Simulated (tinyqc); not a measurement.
Pull-up strength from the switching point.

Problem. Transistor (EKV form, voltages against the body): I = 2 n b Vt^2 [F(vp - Vs) - F(vp - Vd)] from drain to source, F(v) = ln^2(1 + exp(v/(2 Vt))), vp = (Vg - VT + sg |Vd - Vs|)/n. n-channel bodies are at 0; for the p-channel device all voltages are counted down from Vdd. b in uA/V^2 gives I in uA. In an inverter In(Vg = Vd = VM) equals Ip at the switching point VM. Find bp and the current there.

Inputs (values chosen for the exercise):

| symbol | value | unit | meaning |
|---|---|---|---|
| T | 273 | K | temperature |
| Vdd | 0.5 | V | supply voltage |
| n | 1.36 |  | slope factor |
| sg | 0.112 |  | drain-induced barrier lowering |
| VTn | 0.27 | V | n-channel threshold |
| VTp | 0.4 | V | p-channel threshold (magnitude) |
| bn | 180 | uA/V^2 | gain factor of the pull-down transistor |

Constants: q = 1.602176634e-19 C, kB = 1.380649e-23 J/K, Vt = kB T/q. Results are converted to the units shown.

VM = 0.195720189 V

Solution. Ip is proportional to bp, so bp is In(VM) over the p-channel current for unit b.

bp = 230 uA/V^2
current at VM = 0.0362 uA

tinyqc, about 0.03 s, one thread, Intel Xeon 2.30GHz (shared host): `OMP_NUM_THREADS=1 python tinyqc.py 2340052 2340053 out.jsonl`
